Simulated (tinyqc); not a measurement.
Geometry optimisation on the RHF/sto-3g surface (energies and gradients from PySCF), for BeH2, spin multiplicity 1, step by step. Computed by tinyqc, a small Python program that keeps every step (integrals from PySCF). Settings: charge = 0, multiplicity = 1, basis = sto-3g, optimiser = bfgs, first Hessian = 0.3, largest step = 0.1, iteration cap = 30. Command: `OMP_NUM_THREADS=1 python tinyqc.py 26145 26146 out.jsonl` (the two numbers bound the seeds that draw the settings). One thread of a shared host (Intel(R) Xeon(R) Processor @ 2.60GHz), about 0.7 s of CPU time with the checks.

## Step 1: energy and gradient

positions at the start (bohr):
```
           x        y       z
1Be  -0.1455  -0.1550  0.0283
2H   -0.0265   2.6229  0.2891
3H   -0.0132  -2.6588  0.1720
```

Self-consistent energy and analytic gradient at these positions.

energy = -15.547781 hartree

gradient (hartree/bohr):
```
             x          y          z
1Be  -0.007815  -0.045100  -0.013531
2H    0.004684   0.060189   0.008976
3H    0.003132  -0.015089   0.004555
```

## Step 1: move

Quasi-Newton step p = -H^(-1) g (first H = 0.3 times the unit matrix); steps longer than 0.1 bohr are cut back (factor 0.379 here).

positions after step 1 (bohr):
```
           x        y       z
1Be  -0.1356  -0.0980  0.0454
2H   -0.0324   2.5469  0.2778
3H   -0.0172  -2.6398  0.1662
```

## Step 2: energy and gradient

As before.

energy = -15.554332 hartree

gradient (hartree/bohr):
```
             x          y          z
1Be  -0.006759  -0.019050  -0.011181
2H    0.003626   0.041664   0.006820
3H    0.003134  -0.022614   0.004362
```

## Step 2: move

inverse Hessian in use (bohr^2/hartree):
```
         1        2        3        4        5        6        7        8
1   3.3874   0.0802   0.0876  -0.0275  -0.2958  -0.0512  -0.0266   0.2156
2   0.0802   2.4579   0.1039  -0.0196   0.0792  -0.0288  -0.0607   0.7963
3   0.0876   0.1039   3.4745  -0.0439  -0.4655  -0.0816  -0.0437   0.3616
4  -0.0275  -0.0196  -0.0439   3.3468   0.1392   0.0250   0.0140  -0.1197
5  -0.2958   0.0792  -0.4655   0.1392   4.6814   0.2553   0.1566  -1.4272
6  -0.0512  -0.0288  -0.0816   0.0250   0.2553   3.3795   0.0262  -0.2264
7  -0.0266  -0.0607  -0.0437   0.0140   0.1566   0.0262   3.3460  -0.0959
8   0.2156   0.7963   0.3616  -0.1197  -1.4272  -0.2264  -0.0959   3.9642
9  -0.0364  -0.0751  -0.0596   0.0190   0.2102   0.0355   0.0175  -0.1351

         9
1  -0.0364
2  -0.0751
3  -0.0596
4   0.0190
5   0.2102
6   0.0355
7   0.0175
8  -0.1351
9   3.3574
```

Quasi-Newton step p = -H^(-1) g (the inverse Hessian comes from BFGS updates; coordinates in the order x, y, z of each atom); steps longer than 0.1 bohr are cut back (factor 0.316 here).

positions after step 2 (bohr):
```
           x        y       z
1Be  -0.1220  -0.0777  0.0676
2H   -0.0393   2.4721  0.2648
3H   -0.0239  -2.5852  0.1570
```

## Convergence

Stop when the largest gradient component is below 3e-5 hartree/bohr. The inverse Hessian follows the BFGS update with s = step, y = change of gradient.

Course of the optimisation:
```
step  E (hartree)  largest gradient (hartree/bohr)
1      -15.547781                         6.02e-02
2      -15.554332                         4.17e-02
3      -15.558625                         2.50e-02
4      -15.560843                         7.53e-03
5      -15.561220                         2.62e-03
6      -15.561281                         1.92e-03
7      -15.561353                         2.34e-04
8      -15.561353                         4.80e-05
9      -15.561353                         6.66e-06
```

Final distances (angstrom):
```
pair    distance
2H-1Be    1.2905
3H-1Be    1.2905
3H-2H     2.5811
```

Converged in 9 steps.
